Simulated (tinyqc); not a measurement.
Thermal, flicker and telegraph noise of a field-effect transistor: one step, computed by the program tinyqc.

Strong inversion, threshold roll-off and channel-length modulation left out; noise sources are uncorrelated and are given as one-sided spectral densities.

Problem. Operating point. C_ox = 3.9 eps_0/t; V_c = 2 v_s L/mu; I = W C_ox v_s V_ov^2/(V_ov + V_c); g_m = W C_ox v_s V_ov (V_ov + 2 V_c)/(V_ov + V_c)^2; g_d0 = mu C_ox (W/L) V_ov.

Inputs (values chosen for the exercise, modelled on a high-k silicon transistor): width W = 0.73 micrometre; length L = 170 nm; electrical oxide thickness t = 7.9 nm; mobility mu = 420 cm^2/(V s); saturation velocity v_s = 0.87 1e7 cm/s; overdrive V_ov = 0.7 V.

Operating region: saturation. Flicker model: number with correlated mobility.

Constants: eps_0 = 8.8541878128e-12 F/m.

Give: C_ox; drain current I; g_m; g_d0.

Solution.

C_ox = 0.4371 microfarad/cm^2

drain current I = 96.87 microampere

g_m = 207.8 microsiemens

g_d0 = 551.8 microsiemens
